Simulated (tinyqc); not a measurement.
Ballistic Schottky-barrier transistor with a two-dimensional channel, WKB contacts: one step of the calculation.

Source Fermi level 0, drain Fermi level -Vd. Far from the contacts Ec = pn - psi, and the gate moves psi one to one; the band edges relax as exp(-x/lam) from pn at the source and pn - Vd at the drain; Ev = Ec - Eg. A carrier of energy w inside the channel band meets at a contact a barrier of height D (the contact edge beyond the channel edge): T = 1 for w >= D, else exp(-S), S = 4 lam sqrt(m/C) [sqrt(D - w) - sqrt(w) arctan sqrt((D - w)/w)], C = hbar^2/(2 m0). The two contacts combine as Ts Td/(Ts + Td - Ts Td).

Problem. Transmission of one of the electrons. S and T at both contacts for w = w0, and the tunnelling distance lam ln(D/w) at the higher barrier.

Inputs (values chosen for the exercise); channel values close to those of a molybdenum disulphide layer: electron mass mn = 0.47 m0; screening length at the contacts lam = 4 nm; energy of one carrier inside the channel band w0 = 0.081 eV.

Constants: q = 1.602176634e-19 C, hbar = 1.054571817e-34 J s, m0 = 9.1093837015e-31 kg, hbar^2/(2 m0) = 0.0380998212 eV nm^2. Results are converted to the units shown.

D for electrons (eV): source 0.16000000, drain 0.06000000

Wanted: S at the source; S at the drain; combined T; tunnelling distance.

Solution.

S at the source = 3.3336
S at the drain = 0
combined T = 0.035666
tunnelling distance = 2.7229 nm

Range of the model: No scattering, image-force lowering, channel charge or band-to-band tunnelling; parabolic kappa overstates S deep in the gap.

tinyqc, about 0.6 s, one thread, Intel Xeon 2.30GHz (shared host): `OMP_NUM_THREADS=1 python tinyqc.py 2390143 2390144 out.jsonl`
